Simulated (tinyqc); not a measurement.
Van der Pauw, Hall and four-point-probe measurements on a doped layer: two steps of the calculation.

A uniform p-type layer with sheet resistance Rs = 1/(q ns mu), point contacts, low field (mu B small).

Values chosen for this exercise:
```
symbol,value,unit,meaning
ns,1.7e14,cm^-2,sheet density of the layer
mu,30,cm^2/(V s),drift mobility
rH,1,,Hall factor
B,2,T,magnetic field
I,10,uA,current
ar,1.77,,side ratio a/b of a rectangular sample with corner contacts
```

Constants: q = 1.602176634e-19 C. Results are converted to the units shown.

Problem 1. Resistances and Hall voltage. Rs = 1/(q ns mu). For a rectangle with contacts at the corners, RA = (8 Rs/pi) sum_(k>=0) ln coth((2k + 1) pi a/(2 b)) with current along a short side b and voltage along the opposite one, RB the same with a and b exchanged; Hall voltage VH = rH B I/(q ns), negative for electrons.

Give: Rs; RA; RB; VH.

Solution 1.

Rs = 1224 ohm/square
RA = 23.97 ohm
RB = 1098 ohm
VH = 0.07343 mV

RB/RA = 45.8; for a square both equal Rs ln 2/pi = 270 ohm.

Problem 2. New z. The van der Pauw equation exp(-pi RA z) + exp(-pi RB z) = 1 is solved for z = 1/Rs: e1 = exp(-pi RA z), e2 = exp(-pi RB z), f = e1 + e2 - 1, f' = -pi (RA e1 + RB e2), z(new) = z - f/f'.

z after iteration 2 = 0.77561155 mS
RA = 23.974633 ohm
RB = 1098.0112 ohm

Find: e1; e2; f; f'; z after iteration 3.

Solution 2.

e1 = 0.9433
e2 = 0.06887
f = 0.01213
f' = -0.3086 kohm
z after iteration 3 = 0.8149 mS

Computed by the program tinyqc: `OMP_NUM_THREADS=1 python tinyqc.py 2850204 2850205 out.jsonl`, one thread of a shared Intel Xeon 2.30GHz, about 0.04 s for the whole run.
